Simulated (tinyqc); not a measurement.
Inside a calculation. Method: coherent transport through a tight-binding region between two chains. One step of it, computed by the program tinyqc.

Question. Transmission at E = -0.13 eV. Surface Green function g = (E - i sqrt(4 t^2 - E^2)) / (2 t^2); self-energy tc^2 g on each contact site; G = (E - H - Sigma)^(-1); Gamma = -2 Im Sigma; T = Gamma_L Gamma_R |G_LR|^2; local density of states -Im G_ii / pi.

H of the central region (eV), lower triangle:
```
,1,2,3,4,5,6
1,0.990000
2,-0.560000,-0.580000
3,0.000000,-1.960000,-0.760000
4,0.000000,0.000000,-1.160000,0.210000
5,0.000000,0.000000,0.000000,-1.840000,0.130000
6,0.000000,0.000000,0.000000,0.000000,-1.900000,0.320000
```

Leads: semi-infinite chains with site energy 0:
```
parameter,value
lead hopping t (eV),2.250000
coupling to the left lead (eV),1.120000
coupling to the right lead (eV),1.090000
left contact site,1
right contact site,6
```

E = -0.130000 eV

Give: g; G; local density of states; transmission.

Answer.

g = -0.013-0.444i 1/eV

G (1/eV), lower triangle:
```
,1,2,3,4,5,6
1,-0.709-0.512i
2,-0.121-0.303i,-0.541-0.477i
3,0.230+0.216i,0.669+0.196i,-0.219-0.107i
4,0.080+0.395i,0.551+0.699i,-0.149-0.273i,-0.850-1.033i
5,-0.131-0.063i,-0.320+0.006i,0.111+0.017i,0.481-0.019i,0.019-0.014i
6,-0.095-0.391i,-0.577-0.677i,0.160+0.267i,0.889+0.998i,0.063+0.016i,-0.852-0.964i
```

local density of states (1/eV): 0.163  0.152  0.034  0.329  0.004  0.307

transmission = 0.191
